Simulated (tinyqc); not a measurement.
# Worked calculation: donor binding, ionisation and the Mott limit

Computed by the program tinyqc: `OMP_NUM_THREADS=1 python tinyqc.py 2330090 2330091 out.jsonl`, one thread of a shared Intel Xeon 2.30GHz, about 0.01 s for the whole run. Printed values are rounded.

Hydrogenic donor: Ry = (m0 q^3/(8 eps0^2 h^2)) me/eps_r^2 in eV, E0 = cc Ry, radius a = q/(8 pi eps0 eps_r E0), Mott density Nm = (0.26/a)^3. Below Nm the level sinks as Ed = E0 [1 - (N/Nm)^(1/3)]. Neutrality: Nc F12(eta) = N/(1 + 2 exp(eta + Ed/kB T)), F12(x) = (2/sqrt(pi)) int_0^infinity sqrt(u)/(1 + exp(u - x)) du.

Parameters, values chosen for the exercise; band and dielectric values close to those of gallium phosphide:
- T = 200 K (temperature)
- eps_r = 11.1 (relative permittivity)
- me = 0.303 m0 (mass in the hydrogenic formula, set independently of Nc)
- Nc = 9.63e18 cm^-3 (conduction-band density of states at 200 K)
- cc = 1 (ratio of the true binding energy to the hydrogenic one)
- N = 2.9e17 cm^-3 (donor density)

Constants: q = 1.602176634e-19 C, kB = 1.380649e-23 J/K, eps0 = 8.8541878128e-12 F/m, h = 6.62607015e-34 J s, m0 = 9.1093837015e-31 kg, Vt = kB T/q. Results are converted to the units shown.

Range of the model: A sharp level with degeneracy 2 overstates freeze-out near Nm, where the impurity band broadens and merges with the conduction band.

## Binding energy, radius and Mott density

The mean spacing of the donors is N^(-1/3).

Ry = 33.4593 meV
E0 = 33.4593 meV
a = 1.93857 nm
Nm = 2.41255e18 cm^-3
spacing over a = 7.79326
Ed = 16.9464 meV

## Ionisation

Solve the neutrality equation for eta. Boltzmann form: with k = (Nc/2) exp(-Ed/kB T) the ionised share is [-k + sqrt(k^2 + 4 k N)]/(2 N).

eta = -3.62646
ionised share = 87.5451 %
n = 2.53881e17 cm^-3
ionised share, Boltzmann form = 87.6352 %

With the level held at E0 the share would be 75.7 %.
